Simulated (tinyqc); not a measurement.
Thermal stress and diffusional relaxation in a metal film: Coble and Nabarro-Herring creep, cooling and holds. Changing the hold time t. Computed by tinyqc, a small Python program. Command: `OMP_NUM_THREADS=1 python tinyqc.py 3015644 3015645 out.jsonl creep sweep`. One thread of a shared host (Intel(R) Xeon(R) Processor @ 2.30GHz), about 0.02 s of CPU time with the checks.

A thin film on a rigid substrate is stress-free at T0. Tension is positive and the film creeps linearly: d sigma/dt = -M (mismatch) dT/dt - sigma/tau.

Inputs (values chosen for the exercise, modelled on copper films on silicon):
```
quantity                           value        unit
biaxial modulus M                    181         GPa
expansion mismatch                  14.2      1e-6/K
atomic volume Omega                 11.8  angstrom^3
lattice prefactor D0             2.6e-05       m^2/s
lattice energy E                    2.04          eV
boundary prefactor (delta D_b)0  4.1e-15       m^3/s
boundary energy E_b                 1.06          eV
grain size d                        0.37          um
stress-free temperature T0           450           C
hold temperature T                   120           C
yield stress                         460         MPa
```

Constants: k_B = 1.380649e-23 J/K; k_B = 8.617333262e-05 eV/K.

Method:
- Thermoelastic slope = M x mismatch; sigma_0 = slope x (T0 - T).
- Creep rate per stress: Nabarro-Herring 14 D Omega/(k_B T d^2), Coble (14 pi) delta D_b Omega/(k_B T d^3), with D = D0 exp(-E/(k_B T)), delta D_b = (delta D_b)0 exp(-E_b/(k_B T)); 1/tau = M x (sum of both)/2 (biaxial strain rate is half the uniaxial one).
- Temperatures in kelvin are T(C) + 273.15.
- sigma(t) = sigma_0 exp(-t/tau), relaxed part sigma_0 - sigma(t); the grain size where both mechanisms are equal is pi delta D_b/D.

One run for each value:
```
hold time t (h)  stress after the hold (MPa)  stress relaxed during the hold (MPa)
0.019                                 847.12                            1.0483e+00
0.044                                 845.74                            2.4258e+00
0.1                                   842.66                            5.5031e+00
0.23                                  835.56                            1.2604e+01
0.54                                  818.87                            2.9296e+01
1.2                                   784.44                            6.3731e+01
2.9                                   702.26                            1.4591e+02
6.6                                   551.95                            2.9622e+02
15                                    319.47                            5.2869e+02
```

Over the rows, stress after the hold (MPa) falls from 847 to 319 (exponent d ln y / d ln x -0.0019 between the first rows and -0.67 between the last); stress relaxed during the hold (MPa) rises from 1.05 to 529 (exponent d ln y / d ln x 1.00 between the first rows and 0.71 between the last). At the low end the exponent of stress relaxed during the hold is 1.00, close to 1: the hold is short against tau.

Caution (all rows): the elastic stress exceeds the yield stress, so dislocation glide would cap it first. Caution (all rows): bulk creep laws overstate relaxation in a bonded film, where the substrate constrains boundary diffusion, and dislocation glide is left out.
